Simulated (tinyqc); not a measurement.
Worked calculation: surface photovoltage measurement of the minority-carrier diffusion length in a wafer. Computed by tinyqc, a small Python program that keeps every step. Command: `OMP_NUM_THREADS=1 python tinyqc.py 3130113 3130114 out.jsonl spv walk`. One thread of a shared host (Intel(R) Xeon(R) Processor @ 2.30GHz), about 0.01 s of CPU time with the checks. Intermediate numbers are printed to about 5 digits and carried at full precision; extremes and crossings named in words are read from the listed rows.

Low injection, steady light, a depletion layer much thinner than 1/alpha and L. The excess density dn is taken at the front edge of the neutral region; light that reaches the back is lost.

Inputs (values chosen for the exercise, modelled on p-type silicon at room temperature):

| quantity | value | unit |
|---|---|---|
| diffusion length L | 400 | micrometre |
| wafer thickness W | 725 | micrometre |
| diffusivity D | 25.8 | cm^2/s |
| front recombination velocity S_f | 2100 | cm/s |
| back recombination velocity S_b | 34000 | cm/s |
| photon flux entering | 3.4e+12 | 1/(cm^2 s) |
| minority density at the surface barrier scale n_0 | 7.5e+10 | 1/cm^3 |
| temperature T | 298 | K |
| wavelength | 970 | nm |
| relative noise of each reading | 0 | % |
| diffusion length after pair splitting over L | 0.64 | - |
| iron factor C | 1.09e+16 | micrometre^2/cm^3 |

Constants: k_B = 8.617333262e-05 eV/K.

## One wavelength

alpha = (84.732/lambda - 76.417)^2 per cm with lambda in micrometre (an empirical fit for silicon between 0.7 and 1.05 micrometre). Thick wafer: dn = Phi L/((S_f + D/L)(L + 1/alpha)). Finite wafer, with s = S_b L/D, w = W/L, a = alpha L: dn = [Phi a/(a^2 - 1)] [a - B - exp(-alpha W)(a - s)/(cosh w + s sinh w)]/(S_f + B D/L), B = (sinh w + s cosh w)/(cosh w + s sinh w). Photovoltage V = (k_B T/e) ln(1 + dn/n_0). Lifetime = L^2/D.

alpha = 119.59 1/cm

penetration depth 1/alpha = 83.621 micrometre

dn, thick wafer = 1.0245e+09 1/cm^3

B = 1.0527

dn, finite wafer = 9.9786e+08 1/cm^3

photovoltage V = 0.33941 mV

lifetime = 62.016 microsecond

## The linear plot

normal deviates g for the noise: -1.25  -1.17  0.76  -0.54  -0.72  0.29  0.46

Readings y = (Phi/dn) (1 + noise x g) at 780, 830, 880, 920, 950, 975 and 995 nm; a least-squares line y = c (1/alpha + L_app) gives L_app = intercept/slope.

Readings:

| lambda (nm) | 1/alpha (micrometre) | y (cm/s) | line (cm/s) |
|---|---|---|---|
| 780 | 9.64 | 2849.6 | 2844.9 |
| 830 | 15.18 | 2890.4 | 2887.4 |
| 880 | 25.33 | 2965.5 | 2965.4 |
| 920 | 40.66 | 3079.8 | 3083.2 |
| 950 | 61.28 | 3235.5 | 3241.6 |
| 975 | 90.92 | 3464.2 | 3469.2 |
| 995 | 130.89 | 3783.0 | 3776.3 |

slope = 7.6815 cm/(s micrometre)

apparent length L_app = 360.72 micrometre

error of L_app (rounded to 0.001) = -9.821 %

Without noise the error would be -9.8 %, from the finite thickness at W/L = 1.8. S_f scales all readings alike and leaves L_app unchanged.

## Where the wafer is too thin

No noise; L is varied at fixed W, and the last two columns set S_b to 0 and to 1e7 cm/s.

Apparent length (micrometre):

| L | W/L | given S_b | S_b = 0 | S_b = 1e7 |
|---|---|---|---|---|
| 36.2 | 20.028 | 36.20 | 36 | 36.20 |
| 72.5 | 10.000 | 72.50 | 73 | 72.50 |
| 145.0 | 5.000 | 144.89 | 145 | 144.88 |
| 218.0 | 3.326 | 215.96 | 220 | 215.82 |
| 362.0 | 2.003 | 335.49 | 390 | 334.43 |
| 580.0 | 1.250 | 447.75 | 746 | 444.72 |
| 942.0 | 0.770 | 527.25 | 1634 | 522.11 |
| 1520.0 | 0.477 | 567.36 | 3724 | 560.93 |
| 2900.0 | 0.250 | 588.09 | 10444 | 580.93 |

With a fast back surface L_app levels off, at 581 micrometre in the last row; with a passive one it reaches up to 3.60 times L among these rows and is 10400 in the last. All three columns are within 5 % of L down to W/L = 3.3.

## Iron from two lengths

Splitting iron-boron pairs in boron-doped silicon shortens L; with nothing else changing, [Fe] = C (1/L_after^2 - 1/L^2). It is evaluated with the true lengths and with the apparent ones (without noise), which differ when the wafer is not thick against L.

L_after = 256 micrometre

[Fe] from the true lengths = 9.8196e+10 1/cm^3

[Fe] from the apparent lengths = 8.9439e+10 1/cm^3

bias, apparent over true less 1 (rounded to 0.001) = -8.918 %

Checks made by the program: dn against a finite-difference solution (relative difference 6e-07).
